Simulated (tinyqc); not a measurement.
UHF in the sto-3g basis, for H3, spin multiplicity 2, step by step. One step of it, computed by the program tinyqc.

Task: Iteration 7 (converged): orbitals. Diagonalise F' = X^T F X, C = X C', fill 2 alpha and 1 beta electrons from the bottom; D(s) = C_occ C_occ^T. Each column has its largest component positive (the first on a tie).

converged F(alpha) (hartree):
```
           1H 1s      2H 1s      3H 1s
1H 1s  -0.373660  -0.573170  -0.573495
2H 1s  -0.573170  -0.515542  -0.395915
3H 1s  -0.573495  -0.395915  -0.515436
```

converged F(beta) (hartree):
```
           1H 1s      2H 1s      3H 1s
1H 1s  -0.462958  -0.513947  -0.514277
2H 1s  -0.513947  -0.115409  -0.392962
3H 1s  -0.514277  -0.392962  -0.116100
```

X:
```
               1          2         3
1H 1s   1.301704  -0.000609  0.430081
2H 1s  -0.716417   0.920622  0.390267
3H 1s  -0.717943  -0.919769  0.390344
```

Give: F' = X^T F X; orbital energies; coefficients C; F' = X^T F X; orbital energies; coefficients C; D(alpha) after iteration 7; D(beta) after iteration 7.

Result:

F' = X^T F X (alpha) (hartree):
```
       1       2       3
1  0.570   0.000   0.072
2  0.000  -0.203   0.000
3  0.072   0.000  -0.732
```

orbital energies (alpha) (hartree): MO1 -0.736, MO2 -0.203, MO3 0.574

coefficients C (alpha):
```
         MO1     MO2     MO3
1H 1s  0.358  -0.001   1.323
2H 1s  0.429   0.921  -0.694
3H 1s  0.429  -0.920  -0.695
```

F' = X^T F X (beta) (hartree):
```
        1      2       3
1   0.612  0.000  -0.180
2   0.000  0.469   0.000
3  -0.180  0.000  -0.586
```

orbital energies (beta) (hartree): MO1 -0.612, MO2 0.469, MO3 0.638

coefficients C (beta):
```
         MO1     MO2     MO3
1H 1s  0.615   0.000   1.225
2H 1s  0.282   0.920  -0.766
3H 1s  0.282  -0.920  -0.767
```

D(alpha) after iteration 7:
```
       1H 1s   2H 1s   3H 1s
1H 1s  0.128   0.153   0.154
2H 1s  0.153   1.032  -0.662
3H 1s  0.154  -0.662   1.030
```

D(beta) after iteration 7:
```
       1H 1s  2H 1s  3H 1s
1H 1s  0.378  0.173  0.173
2H 1s  0.173  0.079  0.080
3H 1s  0.173  0.080  0.080
```
